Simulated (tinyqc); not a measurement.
Dopant redistribution at a moving silicon-oxide interface during parabolic oxidation: one step, computed by the program tinyqc.

Uniformly doped silicon is oxidised with x_ox = sqrt(B t); the interface advances into the silicon by alpha x_ox, alpha = 0.44. The dopant does not move in the oxide, and at the interface C(silicon) = m C(oxide).

Task: Profile below the interface. With the dopant diffusivity D and s = alpha x_ox/(2 sqrt(D t)), in the silicon C = C_B + (C_s - C_B) erfc(y/(2 sqrt(D t)))/erfc(s), y from the original surface. Dopant balance at the interface gives C_s/C_B = 1/[1 + (1/(m alpha) - 1) g], g = sqrt(pi) s exp(s^2) erfc(s). Depths z are counted from the present interface: y/(2 sqrt(D t)) = s + z/(2 sqrt(D t)); take z/(2 sqrt(D t)) = 0, 0.05, 0.1, 0.2, 0.3, 0.5, 0.75, 1, 1.5.

Inputs (values chosen for the exercise, modelled on arsenic in silicon under steam): temperature T = 1050 C.

diffusion length 2 sqrt(D t) = 0.06627044 um

ratio C_s/C_B = 3.358773

s = 3.267800

Give: Profile.

Result:

Profile:
```
z/(2 sqrt(D t))    z (um)   C/C_B
0.00             0.000000  3.3588
0.05             0.003314  2.6734
0.10             0.006627  2.1814
0.20             0.013254  1.5804
0.30             0.019881  1.2797
0.50             0.033135  1.0613
0.75             0.049703  1.0082
1.00             0.066270  1.0010
1.50             0.099406  1.0000
```

Caution: parabolic growth needs an oxide much thicker than the Deal-Grove length A, which fails for thin films and low temperatures; oxidation-enhanced or retarded diffusion is ignored.
